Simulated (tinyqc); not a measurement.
# Charge needed for a dipole step

Two sheets of opposite charge dd apart with permittivity ei give the step D = q N dd/(eps0 ei).

Values chosen for this exercise: relative permittivity inside the dipole layer ei = 4.5; thickness of the dipole layer dd = 0.27 nm.

Constants: q = 1.602176634e-19 C, eps0 = 8.8541878128e-14 F/cm where lengths are in cm. Results are converted to the units shown.

Charge needed for a dipole step:
```
N (cm^-2)    D (V)  field (MV/cm)  moment (debye/nm^2, 1 D = 3.33564e-30 C m)
1e12       0.01086         0.4021                                      0.1297
2.7e12     0.02931          1.086                                      0.3502
6.8e12     0.07383          2.734                                      0.8819
1.7e13      0.1846          6.836                                       2.205
4.5e13      0.4886          18.10                                       5.836
1.1e14       1.194          44.23                                       14.27
2.9e14       3.149          116.6                                       37.61
```

D is proportional to N, 0.1 V for 9.21e12 cm^-2. The same sheet as an uncompensated charge under 1 nm of a dielectric of permittivity 3.9 would shift the flat band by 0.427 V, and that shift would grow with thickness, which a dipole step does not. For N = 1.1e14, 2.9e14 the field exceeds 20 MV/cm; it acts over one bond length, where the sheet picture is only a bookkeeping device.

Computed by the program tinyqc: `OMP_NUM_THREADS=1 python tinyqc.py 2410161 2410162 out.jsonl`, one thread of a shared Intel Xeon 2.30GHz, about 0.01 s for the whole run.
